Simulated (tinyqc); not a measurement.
MP2 on RHF in the sto-6g basis, for H6, spin multiplicity 1, step by step. One step of it, computed by the program tinyqc.

Question. Integrals over molecular orbitals. (pq|rs) = sum C_ip C_jq C_kr C_ls (ij|kl), one index at a time.

coefficients C:
```
            MO1        MO2        MO3        MO4        MO5        MO6
1H 1s  0.218024   0.385084  -0.358516  -0.583794  -0.756462   0.512703
2H 1s  0.271033   0.402811  -0.290347   0.435117   0.803340  -0.695041
3H 1s  0.379126   0.059330   0.422057   0.652406  -0.167635   0.937996
4H 1s  0.379126  -0.059330   0.422057  -0.652406  -0.167635  -0.937996
5H 1s  0.271033  -0.402811  -0.290347  -0.435117   0.803340   0.695041
6H 1s  0.218024  -0.385084  -0.358516   0.583794  -0.756462  -0.512703
```

core Hamiltonian H = T + V (hartree), lower triangle:
```
           1H 1s      2H 1s      3H 1s      4H 1s      5H 1s      6H 1s
1H 1s  -1.644308
2H 1s  -1.205828  -1.888762
3H 1s  -0.165544  -0.631589  -2.026696
4H 1s  -0.036323  -0.171516  -1.344071  -2.026696
5H 1s  -0.002131  -0.012695  -0.171516  -0.631589  -1.888762
6H 1s  -0.000305  -0.002131  -0.036323  -0.165544  -1.205828  -1.644308
```

Two-electron integrals (ij|kl) in chemists' order, unique and non-zero (hartree):
```
(11|11) 0.774999   (21|11) 0.367618   (21|21) 0.213578   (22|11) 0.518434
(22|21) 0.367618   (22|22) 0.774999   (31|11) 0.030103   (31|21) 0.019549
(31|22) 0.038801   (31|31) 0.002362   (32|11) 0.092712   (32|21) 0.067473
(32|22) 0.151724   (32|31) 0.009771   (32|32) 0.044588   (33|11) 0.227457
(33|21) 0.160375   (33|22) 0.357957   (33|31) 0.030103   (33|32) 0.151724
(33|33) 0.774999   (41|11) 0.005204   (41|21) 0.003415   (41|22) 0.006870
(41|31) 0.000448   (41|32) 0.001926   (41|33) 0.006871   (41|41) 0.000091
(42|11) 0.019160   (42|21) 0.013619   (42|22) 0.030045   (42|31) 0.002099
(42|32) 0.009753   (42|33) 0.038732   (42|41) 0.000447   (42|42) 0.002354
(43|11) 0.109324   (43|21) 0.074558   (43|22) 0.160160   (43|31) 0.013626
(43|32) 0.067379   (43|33) 0.367102   (43|41) 0.003411   (43|42) 0.019492
(43|43) 0.213054   (44|11) 0.165052   (44|21) 0.109423   (44|22) 0.227360
(44|31) 0.019187   (44|32) 0.092659   (44|33) 0.518082   (44|41) 0.005204
(44|42) 0.030045   (44|43) 0.367102   (44|44) 0.774999   (51|11) 0.000217
(51|21) 0.000146   (51|22) 0.000301   (51|31) 0.000021   (51|32) 0.000093
(51|33) 0.000367   (51|41) 4.54e-06   (51|42) 0.000023   (51|43) 0.000201
(51|44) 0.000342   (51|51) 2.52e-07   (52|11) 0.001075   (52|21) 0.000742
(52|22) 0.001596   (52|31) 0.000117   (52|32) 0.000546   (52|33) 0.002328
(52|41) 0.000027   (52|42) 0.000143   (52|43) 0.001317   (52|44) 0.002328
(52|51) 1.56e-06   (52|52) 0.000010   (53|11) 0.010923   (53|21) 0.007199
(53|22) 0.014862   (53|31) 0.001223   (53|32) 0.005812   (53|33) 0.030045
(53|41) 0.000312   (53|42) 0.001757   (53|43) 0.019492   (53|44) 0.038732
(53|51) 0.000021   (53|52) 0.000143   (53|53) 0.002354   (54|11) 0.037789
(54|21) 0.024349   (54|22) 0.048933   (54|31) 0.003948   (54|32) 0.018277
(54|33) 0.092659   (54|41) 0.001038   (54|42) 0.005812   (54|43) 0.067379
(54|44) 0.151724   (54|51) 0.000077   (54|52) 0.000546   (54|53) 0.009753
(54|54) 0.044588   (55|11) 0.113826   (55|21) 0.071718   (55|22) 0.140439
(55|31) 0.010940   (55|32) 0.048933   (55|33) 0.227360   (55|41) 0.002743
(55|42) 0.014862   (55|43) 0.160160   (55|44) 0.357957   (55|51) 0.000217
(55|52) 0.001596   (55|53) 0.030045   (55|54) 0.151724   (55|55) 0.774999
(61|11) 0.000025   (61|21) 0.000017   (61|22) 0.000035   (61|31) 2.56e-06
(61|32) 0.000012   (61|33) 0.000049   (61|41) 5.79e-07   (61|42) 3.06e-06
(61|43) 0.000028   (61|44) 0.000049   (61|51) 3.39e-08   (61|52) 2.16e-07
(61|53) 3.06e-06   (61|54) 0.000012   (61|55) 0.000035   (62|11) 0.000151
(62|21) 0.000102   (62|22) 0.000217   (62|31) 0.000017   (62|32) 0.000077
(62|33) 0.000342   (62|41) 3.87e-06   (62|42) 0.000021   (62|43) 0.000201
(62|44) 0.000367   (62|51) 2.38e-07   (62|52) 1.56e-06   (62|53) 0.000023
(62|54) 0.000093   (62|55) 0.000301   (62|61) 3.39e-08   (62|62) 2.52e-07
(63|11) 0.002078   (63|21) 0.001350   (63|22) 0.002743   (63|31) 0.000222
(63|32) 0.001038   (63|33) 0.005204   (63|41) 0.000056   (63|42) 0.000312
(63|43) 0.003411   (63|44) 0.006871   (63|51) 3.87e-06   (63|52) 0.000027
(63|53) 0.000447   (63|54) 0.001926   (63|55) 0.006870   (63|61) 5.79e-07
(63|62) 4.54e-06   (63|63) 0.000091   (64|11) 0.008660   (64|21) 0.005516
(64|22) 0.010940   (64|31) 0.000867   (64|32) 0.003948   (64|33) 0.019187
(64|41) 0.000222   (64|42) 0.001223   (64|43) 0.013626   (64|44) 0.030103
(64|51) 0.000017   (64|52) 0.000117   (64|53) 0.002099   (64|54) 0.009771
(64|55) 0.038801   (64|61) 2.56e-06   (64|62) 0.000021   (64|63) 0.000448
(64|64) 0.002362   (65|11) 0.059263   (65|21) 0.037001   (65|22) 0.071718
(65|31) 0.005516   (65|32) 0.024349   (65|33) 0.109423   (65|41) 0.001350
(65|42) 0.007199   (65|43) 0.074558   (65|44) 0.160375   (65|51) 0.000102
(65|52) 0.000742   (65|53) 0.013619   (65|54) 0.067473   (65|55) 0.367618
(65|61) 0.000017   (65|62) 0.000146   (65|63) 0.003415   (65|64) 0.019549
(65|65) 0.213578   (66|11) 0.095692   (66|21) 0.059263   (66|22) 0.113826
(66|31) 0.008660   (66|32) 0.037789   (66|33) 0.165052   (66|41) 0.002078
(66|42) 0.010923   (66|43) 0.109324   (66|44) 0.227457   (66|51) 0.000151
(66|52) 0.001075   (66|53) 0.019160   (66|54) 0.092712   (66|55) 0.518434
(66|61) 0.000025   (66|62) 0.000217   (66|63) 0.005204   (66|64) 0.030103
(66|65) 0.367618   (66|66) 0.774999
```

Give: one-electron integrals over orbitals h = C^T H C; Two-electron integrals over orbitals.

Answer.

one-electron integrals over orbitals h = C^T H C (hartree), lower triangle:
```
         1        2        3        4        5        6
1  -2.0871
2   0.0000  -1.9038
3  -0.1239   0.0000  -1.9314
4   0.0000  -0.1301   0.0000  -1.5146
5  -0.0706   0.0000   0.1190   0.0000  -1.2594
6   0.0000   0.0616   0.0000  -0.1337   0.0000  -1.2111
```

Two-electron integrals over orbitals (pq|rs), unique and non-zero (hartree):
```
(11|11) 0.3870      (21|21) 0.1278      (22|11) 0.3051      (22|22) 0.3783
(31|11) 0.0786      (31|22) -0.0672     (31|31) 0.1380      (32|21) -0.1289
(32|32) 0.1433      (33|11) 0.3714      (33|22) 0.3222      (33|31) 0.0509
(33|33) 0.3720      (41|21) 0.0290      (41|32) 0.0013      (41|41) 0.0804
(42|11) 0.0439      (42|22) -0.0067     (42|31) 0.0422      (42|33) 0.0151
(42|42) 0.0635      (43|21) 0.0500      (43|32) -0.0478     (43|41) 0.0178
(43|43) 0.0697      (44|11) 0.3675      (44|22) 0.3194      (44|31) 0.0470
(44|33) 0.3606      (44|42) 0.0215      (44|44) 0.3728      (51|11) 0.0092
(51|22) 0.0214      (51|31) -0.0168     (51|33) -0.0064     (51|42) 0.0425
(51|44) 0.0006      (51|51) 0.0470      (52|21) 0.0144      (52|32) 0.0062
(52|41) 0.0554      (52|43) -0.0405     (52|52) 0.0913      (53|11) -0.0520
(53|22) 0.0007      (53|31) -0.0458     (53|33) -0.0272     (53|42) -0.0616
(53|44) -0.0235     (53|51) -0.0395     (53|53) 0.0653      (54|21) 0.1273
(54|32) -0.1372     (54|41) 0.0049      (54|43) 0.0491      (54|52) -0.0052
(54|54) 0.1459      (55|11) 0.3150      (55|22) 0.3793      (55|31) -0.0591
(55|33) 0.3296      (55|42) -0.0034     (55|44) 0.3370      (55|51) 0.0219
(55|53) -3.10e-04   (55|55) 0.4001      (61|21) 0.0023      (61|32) 0.0092
(61|41) 0.0285      (61|43) 0.0561      (61|52) -0.0339     (61|54) -0.0068
(61|61) 0.0670      (62|11) -0.0157     (62|22) -0.0269     (62|31) 0.0146
(62|33) -0.0036     (62|42) -0.0408     (62|44) -0.0018     (62|51) -0.0447
(62|53) 0.0426      (62|55) -0.0259     (62|62) 0.0467      (63|21) 0.0334
(63|32) -0.0062     (63|41) 0.0789      (63|43) 0.0198      (63|52) 0.0561
(63|54) 0.0054      (63|61) 0.0284      (63|63) 0.0837      (64|11) 0.0798
(64|22) -0.0607     (64|31) 0.1326      (64|33) 0.0515      (64|42) 0.0442
(64|44) 0.0517      (64|51) -0.0140     (64|53) -0.0466     (64|55) -0.0629
(64|62) 0.0134      (64|64) 0.1419      (65|21) -0.1302     (65|32) 0.1321
(65|41) -0.0305     (65|43) -0.0530     (65|52) -0.0149     (65|54) -0.1374
(65|61) -0.0035     (65|63) -0.0366     (65|65) 0.1443      (66|11) 0.4084
(66|22) 0.3223      (66|31) 0.0834      (66|33) 0.3933      (66|42) 0.0485
(66|44) 0.3986      (66|51) 0.0111      (66|53) -0.0574     (66|55) 0.3418
(66|62) -0.0179     (66|64) 0.0904      (66|66) 0.4520
```
